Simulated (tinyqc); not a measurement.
Composition and strain of an epitaxial Si(1-x)Ge(x) layer from Raman and X-ray peaks: one step, computed by the program tinyqc.

A (001) layer, biaxially strained in the plane. The Raman peaks follow empirical lines omega = w0 + c1 x + c3 x^3 + b eps (c3 for Si-Ge alone), with eps the in-plane strain.

Problem. Lattice constants and strain. Relaxed lattice constant a(x) = a_Si + (a_Ge - a_Si) x - B x (1 - x). In-plane constant a_par = a_sub + R (a(x) - a_sub); eps = a_par/a(x) - 1; eps_perp = -(2 C12/C11) eps with 2 C12/C11 linear in x; a_perp = a(x) (1 + eps_perp).

Inputs (values chosen for the exercise, modelled on silicon-germanium):
```
quantity                value      unit
Ge fraction x            0.46         -
degree of relaxation R      0         -
lattice constant of Si  5.431  angstrom
lattice constant of Ge  5.658  angstrom
bowing B                0.026  angstrom
2 C12/C11 of Si         0.766         -
2 C12/C11 of Ge         0.745         -
```

Substrate: silicon.

Give: relaxed constant a(x); substrate constant a_sub; a_par; in-plane strain eps; strain along the normal; a_perp.

Solution.

relaxed constant a(x) = 5.5290 angstrom

substrate constant a_sub = 5.431 angstrom

a_par = 5.431 angstrom

in-plane strain eps = -17.718 per mille

strain along the normal = 13.401 per mille

a_perp = 5.6031 angstrom

The layer is under compression in the plane and is stretched along the normal.
